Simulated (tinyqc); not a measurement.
Band offset from the macroscopic average of a supercell potential: sweeps and comparisons. A value that a table varies takes the place of the one given here.

A model of the planar-averaged electrostatic energy of an electron in a periodic cell of N1 periods of A (L1 = N1 n1 h) and N2 periods of B (L2 = N2 n2 h), on z_j = j h: V(z) = f VA + (1 - f) VB + F t(z), VA = V1[0] + V1[1] cos(2 pi z/(n1 h)) + V1[2] cos(4 pi z/(n1 h)), VB the same with V2, n2 and z - L1. f = [tanh(z/w) - tanh((z - L1)/w) + tanh((z - L1 - L2)/w)]/2 + 1/2; t(z) = z - L1/2 in A and (L1/L2)(L1 + L2/2 - z) beyond, so that the cell is periodic.

Running mean over n points, periodic: for odd n the plain mean of the n points centred on j; for even n the n + 1 points with half weight at both ends. The macroscopic average applies the mean over n1 points and then over n2 points.

dEv = Ev(A) - Ev(B) = Ev1 - (dV + Ev2); dEc = Ec(B) - Ec(A) = Eg2 - Eg1 - dEv. The correction of a gap, c = Eg[1] - Eg[0], lowers the valence top by fv c and leaves dV, a ground-state quantity, as it is. Type I: dEv and dEc of one sign; II: opposite signs; III: no overlap of the gaps.

Parameters, chosen for this exercise (gaps near those of Si and GaP; shifted at random, so the results belong to these values and not to a real crystal):

| symbol | value | unit | meaning |
|---|---|---|---|
| h | 0.25 | angstrom | grid step |
| n1 | 6 |  | grid points per period of A |
| n2 | 6 |  | grid points per period of B |
| V1 | (-9.51, 4.84, 0.27) | eV | mean and two harmonics of the potential in A |
| V2 | (-9.69, 1.1, 0.31) | eV | the same in B |
| w | 0.36 | angstrom | width of the interfaces |
| N1 | 4 |  | periods of A |
| N2 | 4 |  | periods of B |
| F | 0 | eV/angstrom | slope in A from opposite charges on the two interfaces |
| Ev1 | 6.47 | eV | valence top of bulk A above its mean potential |
| Eg1 | (0.57, 1.17) | eV | gap of A: semi-local value, corrected value |
| Ev2 | 6.02 | eV | valence top of bulk B above its mean potential |
| Eg2 | (1.67, 2.46) | eV | gap of B: semi-local value, corrected value |

## How thick the regions must be

N1 = N2 = N, no slope (F = 0); dV is read at j = floor(N n1/2) and N n1 + floor(N n2/2). The exact value is V2[0] - V1[0].

Results:

| N | L1 (angstrom) | dV (eV) | error (meV) |
|---|---|---|---|
| 1 | 1.50 | 0.6565 | 836.52 |
| 2 | 3.00 | -0.1214 | 58.62 |
| 3 | 4.50 | -0.1815 | -1.45 |
| 4 | 6.00 | -0.1800 | 0.03 |
| 5 | 7.50 | -0.1800 | 0.00 |
| 6 | 9.00 | -0.1800 | 0.00 |

What does this show, and why?

The error is below 10 meV from N = 3 on. The two windows together span 3.00 angstrom and must fit between the interface tails, which fall as exp(-2 z/w); the errors at N = 2, 3 and 4 are 58.62, -1.45 and 0.03 meV.

## The choice of windows

dV read at j = 12 and 36 after means over the numbers of points listed; ripple is the spread over the five points around each.

Results:

| windows | dV (eV) | ripple in A (meV) | ripple in B (meV) |
|---|---|---|---|
| none | -3.880 | 7665 | 2115 |
| 6 only | -0.180 | 0 | 0 |
| 7 only | 0.360 | 979 | 169 |
| 7, 7 | -0.255 | 156 | 43 |
| 6, 6 | -0.180 | 0 | 0 |

Which rows can be used, and how does a wrong window show?

The last row matches both periods and lies 0 meV from the value of a thick cell, V2[0] - V1[0] = -0.180 eV. Against it the raw potential errs by -3.70 eV. Within 20 meV of it lie: 6 only. A window one point too long leaves a ripple of 979 meV in A, against 0 meV in the last row: the ripple is the sign to look for. Rows to use, with under 30 meV of ripple in both regions once the tilt is taken off: 6 only and 6, 6. A row with a large ripple can hit the right value only by chance.

## Where the gap correction goes

dV = B - A = -0.1800 eV

fv1 and fv2 are varied.

Offsets (eV):

| fv1 | fv2 | dEv | dEc |
|---|---|---|---|
| 0.0 | 0.0 | 0.630 | 0.660 |
| 0.5 | 0.5 | 0.725 | 0.565 |
| 1.0 | 1.0 | 0.820 | 0.470 |
| 0.0 | 1.0 | 1.420 | -0.130 |
| 1.0 | 0.0 | 0.030 | 1.260 |
| 0.3 | 0.7 | 1.003 | 0.287 |

What can be read from the table?

dEv + dEc = 1.290 eV in every row, but dEv alone spans 1.39 eV, the sum of the two corrections. A scissor on the conduction bands alone (first row) keeps the semi-local dEv; with equal shares fv the shift is fv times the difference of the corrections, +0.19 eV, against their sum of 1.39 eV: most of the error cancels if the shares are alike.

tinyqc: `OMP_NUM_THREADS=1 python tinyqc.py 1880131 1880132 out.jsonl`; about 0.01 s, one thread, shared Intel(R) Xeon(R) Processor @ 2.30GHz.
